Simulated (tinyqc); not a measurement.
# Delay unit and parasitic delay from two ring oscillators

Inverse problem. A ring of 31 inverters oscillates at 1/(2 x 31 d), with stage delay d = tau (h + p) for fan-out h. Find tau, p and the delay at fan-out 4.

frequencies of 31-stage ring oscillators with fan-out 1 and 5 (GHz): [2.3311219, 0.73719239]

Answer. d is a straight line in h with slope tau and intercept tau p.

tau = 3.74 ps
p = 0.850
delay at fan-out 4 = 18.1 ps

Computed by the program tinyqc: `OMP_NUM_THREADS=1 python tinyqc.py 2082207 2082208 out.jsonl`, one thread of a shared Intel Xeon 2.30GHz, about 0.01 s for the whole run.
